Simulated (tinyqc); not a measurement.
Resistance of a tapered via with liner, size effect and interface: one step of the calculation.

A round via whose diameter grows from db at the bottom as D(z) = db + 2 z/tan(ang). The fill, of diameter D - 2 tl, starts above the bottom liner (thickness fb tl) and has rho = rho0 (1 + ks lam/(D - 2 tl)); the sidewall liner conducts in parallel with it. The bottom liner and the interface are crossed over the full area pi db^2/4. Spreading in the lines above and below is left out.

Question. Total resistance. R_fill = sum of the slices; R_bottom = rl fb tl/(pi db^2/4); R_interface = ri/(pi db^2/4); ballistic (Sharvin) limit 1/(Sb pi (db - 2 tl)^2/4); ideal cylinder rho0 hv/(pi db^2/4).

Inputs (values chosen for the exercise); fill metal close to molybdenum: diameter at the bottom db = 11 nm; height hv = 19 nm; bulk resistivity of the fill rho0 = 5.14 uohm cm; liner on the sidewall tl = 0.1 nm; liner at the bottom over that on the sidewall fb = 0.7; resistivity of the liner rl = 270 uohm cm; interface resistivity at the bottom ri = 2.9e-12 ohm cm^2; ballistic conductance per area, about 3/(4 rho0 lam) Sb = 1.3e15 S/m^2.

slice resistance, slice 0 to 7 (ohm): 3.1660079  2.9875529  2.8230751  2.6711959  2.5306988  2.4005078  2.2796683  2.1673317

Wanted: parts; R; shares; ballistic limit; ideal cylinder.

Answer.

parts (ohm): fill 21.026, bottom liner 1.9888, interface 3.0516
R = 26.066 ohm
shares (%): fill 80.663, bottom liner 7.630, interface 11.707
ballistic limit = 8.3969 ohm
ideal cylinder = 10.276 ohm

The fill is the largest part, and R is 2.54 times the ideal cylinder. With 2000 slices R = 26.070 ohm.

Program tinyqc, `OMP_NUM_THREADS=1 python tinyqc.py 2750089 2750090 out.jsonl`; Intel Xeon 2.30GHz, shared host, one thread, about 0.01 s.
